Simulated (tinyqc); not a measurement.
Resistance of a tapered via with liner, size effect and interface: one step of the calculation.

A round via whose diameter grows from db at the bottom as D(z) = db + 2 z/tan(ang). The fill, of diameter D - 2 tl, starts above the bottom liner (thickness fb tl) and has rho = rho0 (1 + ks lam/(D - 2 tl)); the sidewall liner conducts in parallel with it. The bottom liner and the interface are crossed over the full area pi db^2/4. Spreading in the lines above and below is left out.

Task. Total resistance. R_fill = sum of the slices; R_bottom = rl fb tl/(pi db^2/4); R_interface = ri/(pi db^2/4); ballistic (Sharvin) limit 1/(Sb pi (db - 2 tl)^2/4); ideal cylinder rho0 hv/(pi db^2/4).

Parameters, values chosen for the exercise; fill metal close to ruthenium:

| symbol | value | unit | meaning |
|---|---|---|---|
| db | 18 | nm | diameter at the bottom |
| hv | 43 | nm | height |
| rho0 | 7.62 | uohm cm | bulk resistivity of the fill |
| tl | 0.3 | nm | liner on the sidewall |
| fb | 1 |  | liner at the bottom over that on the sidewall |
| rl | 390 | uohm cm | resistivity of the liner |
| ri | 6.5e-13 | ohm cm^2 | interface resistivity at the bottom |
| Sb | 1.5e15 | S/m^2 | ballistic conductance per area, about 3/(4 rho0 lam) |

slice resistance, slice 0 to 8 (ohm): [2.3325333, 2.2320828, 2.1378454, 2.0493272, 1.9660816, 1.8877044, 1.8138291, 1.7441224, 1.6782811]

Find: parts; R; shares; ballistic limit; ideal cylinder.

Result.

parts (ohm): fill 17.842, bottom liner 4.5978, interface 0.25543
R = 22.695 ohm
shares (%): fill 78.615, bottom liner 20.259, interface 1.126
ballistic limit = 2.8036 ohm
ideal cylinder = 12.876 ohm

The fill is the largest part, and R is 1.76 times the ideal cylinder. With 2000 slices R = 22.697 ohm.

tinyqc, about 0.01 s, one thread, Intel Xeon 2.30GHz (shared host): `OMP_NUM_THREADS=1 python tinyqc.py 2750117 2750118 out.jsonl`
